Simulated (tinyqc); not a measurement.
# Trap density from swing and capacitance

Question. In an MOS structure at one bias the subthreshold swing is S = Vt ln 10 (1 + (Cd + q Dit)/Cox) and 1/C_HF = 1/Cox + 1/Cd, Cox = 3.9 eps0/EOT. Find Cd and Dit.

Inputs (values chosen for the exercise):

| symbol | value | unit | meaning |
|---|---|---|---|
| T | 350 | K | temperature |
| EOT | 1.8 | nm | equivalent oxide thickness |

Constants: q = 1.602176634e-19 C, kB = 1.380649e-23 J/K, Vt = kB T/q, eps0 = 8.8541878128e-14 F/cm where lengths are in cm. Results are converted to the units shown.

S = 77.931991 mV/decade
C_HF = 80.923690 nF/cm^2

Solution. C_HF gives Cd, and the swing gives Cd + q Dit.

Cd = 84.5 nF/cm^2
Dit = 9.36e11 cm^-2 eV^-1

Numbers from tinyqc (`OMP_NUM_THREADS=1 python tinyqc.py 2030139 2030140 out.jsonl`; about 0.01 s on one thread of a shared Intel Xeon 2.30GHz).
